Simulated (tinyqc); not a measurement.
Junctionless gate-all-around wire, depletion approximation: one step of the calculation.

A uniformly doped n-type wire of radius R under a surrounding gate; long channel. Below flat band a shell from radius rc to R is fully depleted and the neutral core, at channel potential V (0 at the source, Vd at the drain), carries the current with constant mobility; s = (rc/R)^2 is the share of the cross-section that conducts. The edge of the depleted shell is taken as abrupt, so there is no subthreshold current.

Task. Core radius, conductance and current. s solves Vfb - Vg + V = A (1 - s + s ln s) + B (1 - s), and s = 0 where the left side exceeds A + B. I = (q mu Nd pi R^2/L)[g(s0) - g(sL)], g = A (s^2/4 - (s^2/2) ln s) + B s^2/2, with s0 at V = 0 and sL at V = Vd. rc = R sqrt(s0); the small-signal conductance at Vd = 0 is q mu Nd pi R^2 s0/L.

Inputs (values chosen for the exercise); material values close to those of silicon:
- R = 5 nm (wire radius)
- Nd = 1.6e19 cm^-3 (donor density)
- mu = 60 cm^2/(V s) (effective mobility in the wire)
- L = 1 um (gate length)
- Vd = 0.05 V (drain voltage)

Constants: q = 1.602176634e-19 C. Results are converted to the units shown.

s0 = 0.48566478
sL = 0.38342753
A = 0.15599248 V
B = 0.35868486 V

Give: rc at the source; conductance; I.

Result.

rc at the source = 3.4845 nm
conductance = 0.58669 uS
I = 0.026208 uA

Program tinyqc, `OMP_NUM_THREADS=1 python tinyqc.py 2460058 2460059 out.jsonl`; Intel Xeon 2.30GHz, shared host, one thread, about 0.01 s.
